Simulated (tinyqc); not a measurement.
Inside a calculation. Method: bound state in one dimension: Numerov shooting, finite differences, DVR. Computed by tinyqc, a small Python program that keeps every step. Settings: points = 48. Command: `OMP_NUM_THREADS=1 python tinyqc.py 20805 20806 out.jsonl` (the two numbers bound the seeds that draw the settings). One thread of a shared host (Intel(R) Xeon(R) Processor @ 2.60GHz), about 0.01 s of CPU time with the checks.

## Numerov steps at E = 0.1

One particle of mass 1 in V = 3.46 (x^2 - 1.92^2)^2 / 1.92^4 (atomic units), psi = 0 at both ends:

| parameter | value |
|---|---|
| left end | -3.400000 |
| right end | 3.400000 |
| intervals | 48 |
| h | 0.141667 |
| state sought (nodes) | 3 |

k_i = 2 m (E - V_i); (1 + h^2 k_(i+1)/12) y_(i+1) = 2 (1 - 5 h^2 k_i/12) y_i - (1 + h^2 k_(i-1)/12) y_(i-1), from y_0 = 0, y_1 = 0.001.

Points along the way:

| i | x | V | k | y |
|---|---|---|---|---|
| 0 | -3.400000 | 15.784029 | -31.368059 | 0.000000 |
| 1 | -3.258333 | 12.228686 | -24.257371 | 0.001000 |
| 2 | -3.116667 | 9.249196 | -18.298392 | 0.002482 |
| 3 | -2.975000 | 6.790183 | -13.380367 | 0.004872 |
| 4 | -2.833333 | 4.798730 | -9.397461 | 0.008564 |
| 5 | -2.691667 | 3.224382 | -6.248764 | 0.013855 |
| 16 | -1.133333 | 1.468930 | -2.737860 | 0.136789 |
| 17 | -0.991667 | 1.860212 | -3.520423 | 0.163426 |
| 18 | -0.850000 | 2.236651 | -4.273303 | 0.201753 |
| 19 | -0.708333 | 2.582251 | -4.964501 | 0.257600 |
| 20 | -0.566667 | 2.883473 | -5.566946 | 0.339438 |
| 21 | -0.425000 | 3.129243 | -6.058486 | 0.459676 |

## Bisection on the node count

With more sign changes than the state has nodes (the last point included) the energy is too high, else too low; the bracket starts as 0.1 to 12.

Trials:

| trial | E | sign changes | y at the right end | next |
|---|---|---|---|---|
| 1 | 6.05000000 | 5 | -1.48e-02 | lower |
| 2 | 3.07500000 | 2 | 1.11e-01 | raise |
| 3 | 4.56250000 | 4 | 5.09e-02 | lower |
| 4 | 3.81875000 | 4 | 1.85e-02 | lower |
| 5 | 3.44687500 | 3 | -3.52e-02 | raise |
| 6 | 3.63281250 | 3 | -1.59e-02 | raise |
| 7 | 3.72578125 | 4 | 9.68e-04 | lower |
| 8 | 3.67929687 | 3 | -7.69e-03 | raise |
| 9 | 3.70253906 | 3 | -3.40e-03 | raise |
| 10 | 3.71416016 | 3 | -1.22e-03 | raise |
| 11 | 3.71997070 | 3 | -1.30e-04 | raise |
| 12 | 3.72287598 | 4 | 4.19e-04 | lower |
| 13 | 3.72142334 | 4 | 1.44e-04 | lower |
| 14 | 3.72069702 | 4 | 7.34e-06 | lower |
| ... | ... | ... | ... | ... |
| 29 | 3.72065812 | 3 | -4.05e-09 | raise |
| 30 | 3.72065813 | 3 | -1.96e-09 | raise |
| 31 | 3.72065814 | 3 | -9.14e-10 | raise |

eigenvalue = 3.72065814 hartree

## The same grid by other methods

Three-point finite differences and the sine-DVR kinetic matrix of Colbert and Miller on the same points.

Lowest levels (hartree):

| state | finite differences | DVR |
|---|---|---|
| 0 | 1.279333 | 1.283171 |
| 1 | 1.298848 | 1.302701 |
| 2 | 3.232972 | 3.241277 |
| 3 | 3.702541 | 3.720819 |
| 4 | 5.006933 | 5.040779 |
| 5 | 6.297678 | 6.363914 |
